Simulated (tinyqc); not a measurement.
Frequency dispersion of an accumulation capacitance by border traps, distributed model: two steps of the calculation.

Traps spread evenly through the insulator exchange electrons with the semiconductor by tunnelling, with tau(x) = t0 exp(2 ka x) at depth x from the interface. The admittance per area Y seen at depth x obeys dY/dx = -Y^2/(i w eps0 eox) + q Nb ln(1 + i w tau)/tau, with Y(0) = i w Cs and w = 2 pi f; the gate sees Y(tox) = G + i w C. Working variable y = Y/(i w), in uF/cm^2. Cox = eps0 eox/tox.

Inputs (values chosen for the exercise); permittivity close to that of aluminium oxide: relative permittivity of the insulator eox = 8.69; insulator thickness tox = 4.7 nm; semiconductor capacitance in accumulation Cs = 6.2 uF/cm^2; density of border traps Nb = 4.2e18 cm^-3 eV^-1; decay constant of the wave function in the insulator ka = 6.3 1/nm; time constant of a trap at the interface t0 = 1e-10 s; frequency f = 1000 Hz; depth down to which the steps are taken xe = 1.5 nm.

Constants: q = 1.602176634e-19 C, eps0 = 8.8541878128e-14 F/cm where lengths are in cm. Results are converted to the units shown.

Task 1. Scales and lumped estimate. Cox; trap-free value 1/(1/Cox + 1/Cs); response depth d = ln(1/(w t0))/(2 ka), where w tau = 1; lumped estimate: all traps within d act as C_bt = q Nb d placed at d/2, so C = 1/{1/[1/(1/Cs + d/(2 eps0 eox)) + C_bt] + (tox - d/2)/(eps0 eox)}.

Give: Cox; trap-free C; d; C_bt; lumped C.

Result 1.

Cox = 1.637 uF/cm^2
trap-free C = 1.295 uF/cm^2
d = 1.133 nm
C_bt = 0.07626 uF/cm^2
lumped C = 1.302 uF/cm^2

The traps within reach amount to 0.0123 Cs and lie in the first 24.1 % of the insulator.

Task 2. Midpoint steps through the active depth. In terms of y: dy/dx = -y^2/(eps0 eox) + s(x), s = q Nb ln(1 + z)/z, z = i w tau. 8 midpoint steps of h = xe/8: y_half = y + (h/2) y'(x, y), y(new) = y + h y'(x + h/2, y_half).

Find: x; s; y.

Result 2.

```
point,x (nm),s (uF/(cm^2 nm)),y (uF/cm^2)
0,0,0.067291+0.000000i,6.2000+0.0000i
1,0.18750,0.067291+0.000000i,5.4103+0.0000i
2,0.37500,0.067291-0.000002i,4.7990+0.0000i
3,0.56250,0.067291-0.000025i,4.3127+0.0000i
4,0.75000,0.067290-0.000269i,3.9172+0.0000i
5,0.93750,0.067131-0.002842i,3.5896-0.0002i
6,1.1250,0.054789-0.022183i,3.3137-0.0018i
7,1.3125,0.010326-0.015932i,3.0719-0.0061i
8,1.5000,0.001035-0.003064i,2.8593-0.0064i
```

Numbers from tinyqc (`OMP_NUM_THREADS=1 python tinyqc.py 2202197 2202198 out.jsonl`; about 0.4 s on one thread of a shared Intel Xeon 2.30GHz).
